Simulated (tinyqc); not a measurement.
Incorporation against temperature: precursor delivery by bubblers, mass-transport growth and the solid composition of a III-V alloy. Computed by tinyqc, a small Python program. Command: `OMP_NUM_THREADS=1 python tinyqc.py 3012059 3012060 out.jsonl movpe_thermo walk`. One thread of a shared host (Intel(R) Xeon(R) Processor @ 2.30GHz), about 0.01 s of CPU time with the checks.

1 sccm = 44.615 micromol/min; 1 torr = 133.322 Pa. The sources decompose fully at the surface.

Inputs (values chosen for the exercise, modelled on trimethylgallium (source 1) and trimethylindium (source 2) for the vapour pressures): bath temperature T1 = 267 K; bath temperature T2 = 289 K; bubbler pressure p_b = 600 torr; carrier flow F1 = 32 sccm; carrier flow F2 = 120 sccm; total flow F_t = 5.9 slm; group-V flow F_V = 26 sccm; reactor pressure p = 40 torr; growth temperature T = 980 K; diffusivity at 273 K and 760 torr = 0.35 cm^2/s; flow cross-section A = 72 cm^2; distance from the leading edge z = 15 cm; lattice constant a = 5.6 angstrom; interaction L0 of the solid = 11.5 kJ/mol; log10 of p_B,eq over pure BC at 1000 K and 1 torr of group V (exaggerated: liquid indium has about -4.1) = -2.7 log10 torr; enthalpy of that equilibrium H = 334 kJ/mol.

Alloy: mixing on the group-III sites, with desorption of B.

constants a, b of source 1 (log10 torr, K): [8.045, 1703]

constants a, b of source 2 (log10 torr, K): [10.53, 3014]

Constants: k_B = 1.380649e-23 J/K; R = 8.314462618 J/(mol K).

Method:
- log10 p_v = a - b/T_bath; molar flow = F x 44.615 x p_v/(p_b - p_v) for a saturated bubbler.
- p_i = p n_i/(44615 F_t), F_t in slm; p_V = p F_V/(1000 F_t), counted per molecule supplied; V/III = 44.615 F_V/(n1 + n2); vapour fraction of source 2 = n2/(n1 + n2).
- Mean velocity u = (F_t/A)(760/p)(T/273); D = D0 (T/273)^1.75 (760/p); boundary layer delta = sqrt(pi D z/u); flux = D dp/(delta k_B T); growth rate = flux x a^3/4.
- A sticks fully. B desorbs: its surface pressure is p_B* = x gamma_B K/sqrt(p_V), ln gamma_B = L0 (1 - x)^2/(R T), K = 10^(log10 K at 1000 K) exp[-(H/R)(1/T - 1/1000)], p_V in torr. With equal diffusivities x = (p_2 - p_B*)/(p_1 + p_2 - p_B*). Growth rate = rate per torr x p_1/(1 - x).

p_2 = 0.00171430 torr

K/sqrt(p_V) = 0.00209348 torr

p_V = 0.176271 torr

vapour fraction of source 2 = 0.0861145

p_1 = 0.0181929 torr

At fixed flows:
```
T (K)  K/sqrt(p_V) (torr)         x  share of B incorporated, 1 - p_B*/p_2
855            5.2267e-06  0.086035                                0.99899
891            3.4887e-05  0.085612                                0.99362
924            1.7456e-04  0.083750                                0.97003
948            5.2475e-04  0.079475                                0.91624
975            1.6966e-03  0.067663                                0.77019
1002           5.1491e-03  0.046143                                0.51338
1033           1.7149e-02  0.021317                                0.23115
1078           8.6944e-02  0.005230                                0.05580
```

x equals the vapour fraction 0.086 while gamma_B K/sqrt(p_V) is small against p_1 + p_2 = 0.020 torr and falls once it is not. Between the last rows the apparent energy R d ln x/d(1/T) is 289 kJ/mol, against H = 334. Caution: so low a V/III ratio is near the limit of smooth growth. Caution: the boundary layer is a quarter or more of the root of the cross-section, so it fills much of the channel and depletion along the flow matters.

Extremes, crossings and ranges named in words are read from the listed rows.
